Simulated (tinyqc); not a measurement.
Static screening by free carriers, step by step. Values are carried at full precision from step to step, so a last printed digit may differ when a step is redone from the rounded ones.

kF = (3 pi^2 n/Mv)^(1/3), EF = c kF^2/m with c = hbar^2/2m0, n in 1/angstrom^3 (1e-24 per 1/cm^3), e2 = e^2/(4 pi eps0). Thomas-Fermi: qTF^2 = 6 pi e2 n/(eps EF). Debye: qD^2 = 4 pi e2 n/(eps kB T).

Constants: hbar^2/2m0 = 3.80998211 eV angstrom^2; e^2/(4 pi eps0) = 14.39964547 eV angstrom; kB = 8.617333262e-05 eV/K; a0 (Bohr radius) = 0.5291772105 angstrom; hbar = 6.58211957e-16 eV s.

Values chosen for the exercise (near those of Si; the results hold for these values, not for the real material): n = 2e+18 1/cm^3 (carrier density); m = 0.3193 m0 (mass of one isotropic valley); Mv = 6 (valleys); eps = 12 (background dielectric constant); T = 300 K; q = 0.0052 1/angstrom (wave vector); aD = 31 angstrom (trial radius); NI = 2e+18 1/cm^3 (ionised impurities).

## Fermi and screening wave vectors

Also the effective Bohr radius aB = a0 eps/m and rs = (3/(4 pi n))^(1/3)/aB.

kF = 0.021450 1/angstrom
EF at 0 K = 5.490 meV
EF/kT = 0.212
qTF = 0.090773 1/angstrom
qD = 0.034155 1/angstrom
aB = 19.89 angstrom
rs = 2.48

The gas is not degenerate, so the Debye value applies.

## Screening at finite temperature

F_j(eta) = (1/Gamma(j + 1)) integral_0^infinity x^j dx/(1 + exp(x - eta)), which tends to exp(eta) for eta << 0.

At finite T: qs^2 = qD^2 F_-1/2(eta)/F_1/2(eta), where n = Mv N F_1/2(eta) and N = 2 (m kB T/(4 pi c))^(3/2) with c = hbar^2/2m0, in 1/angstrom^3; times 1e24 for 1/cm^3.

Solve for eta and form qs.

n/(Mv N) = 0.07362
eta = -2.583
qs = 0.03372 1/angstrom
screening length 1/qs = 29.66 angstrom

qs is 0.987 of the Debye value and 0.371 of the Thomas-Fermi value.

## Lindhard function at one q

Lindhard at zero temperature: eps(q)/eps = 1 + (qTF/q)^2 L(x), x = q/(2 kF), L(x) = 1/2 + ((1 - x^2)/(4x)) ln|(1 + x)/(1 - x)|.

Compare with Thomas-Fermi, 1 + (qTF/q)^2.

x = 0.1212
L(x) = 0.9951
eps(q)/eps, Lindhard = 304.2
eps(q)/eps, Thomas-Fermi = 305.7

The carriers respond with 100 % of their long-wave strength at this q. The zero-temperature form is an exercise here: at the temperature of this gas EF is only 0.21 kT.

## A donor in the screened potential

Donor in the screened potential -(e2/eps) exp(-qs r)/r with the trial function exp(-r/a): E(a) = c/(m a^2) - (e2/eps) 4/(a (2 + qs a)^2), e2 = e^2/(4 pi eps0), c = hbar^2/2m0; isotropic mass.

Evaluate both terms at a = aD.

kinetic term = 12.417 meV
potential term = -16.696 meV
E(aD) = -4.279 meV
unscreened level -m Ry/eps^2 (Ry = 13.60569312 eV) = -30.169 meV

This trial radius gives a bound state.

## Ionised-impurity scattering at E = 3 kT

Brooks-Herring rate for an electron of energy E: 1/tau = NI (pi e2^2/(eps^2 hbar)) (sqrt(c/m)/E^(3/2)) Phi(b), with Phi = ln(1 + b) - b/(1 + b), b = (2k/qs)^2, k^2 = m E/c, NI in 1/angstrom^3.

e2 = e^2/(4 pi eps0), c = hbar^2/2m0; mobility estimate mu = tau/(m m0/e) with m0/e = 5.685630e-12 kg/C, times 1e4 for cm^2/(V s).

b = 22.87
Phi = 2.2143
1/tau = 4.87e+12 1/s
mu at this energy = 1.13e+03 cm^2/(V s)

b is well above 1, the regime that the Brooks-Herring formula is meant for; a true mobility averages tau over the distribution.

## Checks

- Scattering rate against the golden-rule integral over angles (1/s): both 4.868e+12.
- L(x) at x = 0.7 against the integral over the Fermi sphere: both 0.81595.

Computed by tinyqc, a small Python program: `OMP_NUM_THREADS=1 python tinyqc.py 1680475 1680476 out.jsonl` (the numbers bound the seed that draws the inputs); one thread of a shared host (Intel(R) Xeon(R) Processor @ 2.30GHz), about 0.01 s for the whole set of steps.
